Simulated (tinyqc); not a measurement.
Deformation potentials from a strained empirical pseudopotential: sweeps and comparisons. A value that a table varies takes the place of the one given here.

Diamond lattice, no spin-orbit coupling. Atomic form factor V(q) = a1 (q^2 - a2)/(a3 exp(a4 q^2) - 1) in rydberg with q in 1/bohr, for the unstrained cell. Under a strain e the reciprocal vectors and k go over into (1 + e)^(-1) G, the atoms sit at +/- tau with tau = (1 + e) a (1,1,1)/8 - zeta a (eyz, ezx, exy)/4, and H(G,G') = c |k + G|^2 delta + (V(q)/det(1 + e)) cos(q.tau), q = G - G', with the term q = 0 left out; c = hbar^2/2m0. The basis is fixed before straining: all G with |k + G|^2 up to 16 (2 pi/a)^2. k is given in units of 2 pi/a of the unstrained cell.

Constants: hbar^2/2m0 = 3.80998211 eV angstrom^2; Ry = 13.60569312 eV; a0 (Bohr radius) = 0.5291772105 angstrom.

Parameters, chosen for this exercise (near those of Si; the results hold for these values, not for the real material): a = 5.428 angstrom (lattice constant); A = (0.543, 2.203, 2.075, 0.488) (a1 (Ry bohr^2), a2 (1/bohr^2), a3, a4 (bohr^2)); h = 0.004 (size of the test strain); kD = 0.82 2 pi/a (position of the Delta minimum); a1 = 0.543; a2 = 2.203; a3 = 2.075; a4 = 0.488.

## The internal displacement

Xu of L (level 5, the lowest empty one) and d from exy = eyz = ezx = h for several zeta: Xu = [E(L [111]) - E(L [1-1-1])]/((8/3) h), d = (single valence level - pair)/(3 sqrt(3) h). zeta = 0 strains the bonds with the lattice; zeta = 1 keeps all four bond lengths equal to first order.

Results:

| zeta | Xu (L) (eV) | d (eV) |
|---|---|---|
| 0.00 | 11.03 | 0.72 |
| 0.25 | 11.44 | -1.60 |
| 0.50 | 11.87 | -3.93 |
| 0.60 | 12.05 | -4.86 |
| 0.75 | 12.31 | -6.25 |
| 1.00 | 12.77 | -8.57 |

From zeta = 0 to 1, d goes from 0.72 to -8.57 eV and Xu (L) from 11.03 to 12.77 eV, both nearly linearly: the displacement is an optical-phonon mode, and d = d(0) - zeta d0/4 gives its deformation potential d0 = 37 eV. Leaving the relaxation out (zeta = 0 for 0.5) moves d by +4.65 eV, which reverses its sign, and Xu (L) by -0.84 eV. Tetragonal strain has no such freedom.

## Size of the test strain

e = diag(-h/2, -h/2, h). Xu = [E(Delta z) - E(Delta x)]/(1.5 h) at fixed kD, b = [E(Z) - E(X, Y)]/(4.5 h); one-sided from +h alone, central from +h and -h.

Results (eV):

| h | Xu one-sided | Xu central | b one-sided | b central |
|---|---|---|---|---|
| 0.0010 | 8.014 | 8.019 | -3.300 | -3.296 |
| 0.0025 | 8.007 | 8.019 | -3.306 | -3.296 |
| 0.0050 | 7.995 | 8.020 | -3.316 | -3.296 |
| 0.0100 | 7.970 | 8.021 | -3.336 | -3.296 |
| 0.0200 | 7.924 | 8.025 | -3.377 | -3.297 |
| 0.0300 | 7.881 | 8.031 | -3.418 | -3.298 |

From h = 0.001 to 0.03 the one-sided Xu drifts by -0.134 eV and the central one by +0.012 eV; for b the drifts are -0.119 and -0.002 eV. The central difference cancels the term of second order in the strain, so its error goes as h^2. At h = 0.02 the linear law errs by 1.2 % for the valley splitting and 2.5 % for the valence splitting.

## What each parameter of the potential does

Gaps from the valence top to level 8 at Gamma and level 5 at (kD,0,0) and L, and their deformation potentials [E(+h) - E(-h)]/(3 ln((1 + h)/(1 - h))) for e = +/- h 1, h = 0.002. The row for the lattice constant keeps V(q) without the volume factor, so it is not a strain. Each row changes one parameter from the base and keeps the others.

Results:

| case | Gamma (eV) | Delta (eV) | L (eV) | potential Gamma (eV) | potential Delta (eV) | potential L (eV) |
|---|---|---|---|---|---|---|
| base | 4.050 | 1.144 | 2.004 | -8.84 | 2.62 | -1.94 |
| a = 5.482 angstrom | 3.916 | 1.435 | 2.104 | -9.13 | 2.31 | -2.14 |
| a1 = 0.548 | 4.092 | 1.211 | 2.053 | -8.92 | 2.61 | -1.95 |
| a2 = 2.225 | 3.933 | 1.219 | 2.000 | -8.91 | 2.57 | -1.98 |
| a3 = 2.096 | 4.004 | 1.051 | 1.940 | -8.75 | 2.62 | -1.94 |
| a4 = 0.493 | 3.957 | 1.058 | 1.928 | -8.67 | 2.70 | -1.86 |

The largest shifts from the base row, up to three for each result and ties (the steps differ in size, so this ranks the rows, not the parameters). Gamma (eV): a -0.135, a2 -0.117, a4 -0.094. Delta (eV): a +0.291, a3 -0.094, a4 -0.086. L (eV): a +0.099, a4 -0.076, a3 -0.065. potential Gamma (eV): a -0.29, a4 +0.17, a3 +0.09. potential Delta (eV): a -0.32, a4 +0.08, a2 -0.05; unchanged at the printed digits by a3. potential L (eV): a -0.20, a4 +0.08, a2 -0.04; unchanged at the printed digits by a3.

Program tinyqc; command `OMP_NUM_THREADS=1 python tinyqc.py 1880003 1880004 out.jsonl`; about 0.2 s on one thread of a shared Intel(R) Xeon(R) Processor @ 2.30GHz.
